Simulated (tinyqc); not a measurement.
# Off-state leakage of single and stacked transistors: subthreshold current against the height of the stack

n-channel devices of unit width. Subthreshold current I(Vg, Vs, Vd) = I0 (T/300 K)^0.5 exp[(Vg - Vs - VT(T) - gb (Vs - Vb) + dd (Vd - Vs))/(nf Vt)] (1 - exp(-(Vd - Vs)/Vt)), VT(T) = VT - cT (T - 300 K). Gate-edge tunnelling Ig (Vd/1 V) exp(ag (Vd - 1 V)), for a gate at 0 V, and band-to-band leakage Ab u exp(-Bb/u), u = Vd - Vb + 1 V, flow at a drain held at V; both are taken as independent of T. In a stack of off transistors (all gates at 0 V) the same subthreshold current passes through each.

All n gates at 0 V, bottom source at 0 V, top drain at V; node voltages follow from equal currents.

Inputs (values chosen for the exercise); values of the order met in bulk silicon logic transistors: temperature T = 330 K; supply voltage V = 0.8 V; threshold at 300 K, zero drain and body bias VT = 0.3 V; fall of the threshold with temperature cT = 0.9 mV/K; current at threshold at 300 K I0 = 0.16 uA/um; slope factor nf = 1.23; drain-induced lowering per volt dd = 0.05; rise of the threshold per volt of source-body bias gb = 0.24; body voltage Vb = 0 V.

Constants: q = 1.602176634e-19 C, kB = 1.380649e-23 J/K, Vt = kB T/q. Results are converted to the units shown.

Subthreshold current against the height of the stack:
```
n	I (nA/um)	reduction factor	drain voltage of the bottom device (mV)	source voltage of the top device (mV)	voltage across the top device (V)
1	0.2147	1.000	800.0	0	0.8000
2	0.05314	4.040	37.86	37.86	0.7621
3	0.03002	7.151	15.93	53.34	0.7467
4	0.02088	10.28	10.18	63.19	0.7368
5	0.01600	13.42	7.482	70.41	0.7296
6	0.01296	16.57	5.916	76.12	0.7239
```

The second transistor cuts the current by a factor of 4.04, the third by a further 1.77 and the sixth by 1.23. The top device keeps 90.5 % of the supply at n = 6, while the drain voltage of the bottom one falls to 0.208 Vt.

tinyqc, about 0.03 s, one thread, Intel Xeon 2.30GHz (shared host): `OMP_NUM_THREADS=1 python tinyqc.py 2242180 2242181 out.jsonl`
